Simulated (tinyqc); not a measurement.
Semiconducting tubes compared: carbon nanotube by zone folding.

Circumference C = n a1 + m a2, a = sqrt3 acc; d = a sqrt(n^2 + nm + m^2)/pi; tan(theta) = sqrt3 m/(2n + m); dR = gcd(2n + m, 2m + n); T = t1 a1 + t2 a2 with t1 = (2m + n)/dR, t2 = -(2n + m)/dR, |T| = sqrt3 pi d/dR; N = 2 (n^2 + nm + m^2)/dR hexagons a cell. On cutting line mu = 0 to N - 1 at x = k|T|/(2 pi) the phases are p1 = 2 pi (-t2 mu + m x)/N, p2 = 2 pi (t1 mu - n x)/N, and E = -/+ t |1 + exp(i p1) + exp(i p2)|.

Parameters, chosen for this exercise (out of a larger set: near those used for carbon; not measured data):
- t = 2.83 eV (hopping)
- acc = 1.42 angstrom (bond length)
- tubes = ((9, 4), (9, 7), (15, 2), (12, 2), (11, 0), (16, 5), (9, 8)) (pairs (n, m))

E11 and E22 are twice the two lowest band edges; the cone gives E11 d = 2 t acc and E22/E11 = 2.

Cases:
```
(n,m)
(9,4)
(9,7)
(15,2)
(12,2)
(11,0)
(16,5)
(9,8)
```

Rank the cases by E11 (eV), lowest first.

Answer: (16,5), (15,2), (9,8), (9,7), (12,2), (9,4), (11,0).

Tubes:
```
(n,m)   d (angstrom)  theta (deg)  (n - m) mod 3  E11 (eV)  E22 (eV)  E11 d/(2 t acc)  E22/E11
(9,4)           9.03         17.5              2    0.9015    1.7035            1.013    1.890
(9,7)          10.88         25.9              2    0.7403    1.4485            1.002    1.956
(15,2)         12.60          6.2              1    0.6260    1.3167            0.981    2.103
(12,2)         10.27          7.6              1    0.7651    1.6227            0.977    2.121
(11,0)          8.61          0.0              2    0.9575    1.7530            1.026    1.831
(16,5)         14.87         13.2              2    0.5464    1.0504            1.011    1.922
(9,8)          11.53         28.1              1    0.6937    1.3854            0.995    1.997
```

E11 follows 1/d first. For mod 1 the scaled E11 lies below one (0.977 to 0.995) and E22/E11 on both sides of two (1.997 to 2.121). For mod 2 the scaled E11 lies above one (1.002 to 1.026) and E22/E11 below two (1.831 to 1.956). The largest departure of the scaled E11 is that of (11,0); warping acts as cos(3 theta)/d, most for thin tubes near zigzag. Below about 8 angstrom curvature, left out of zone folding, changes the gaps further.

tinyqc: `OMP_NUM_THREADS=1 python tinyqc.py 1480148 1480149 out.jsonl`; about 0.02 s, one thread, shared Intel(R) Xeon(R) Processor @ 2.30GHz.
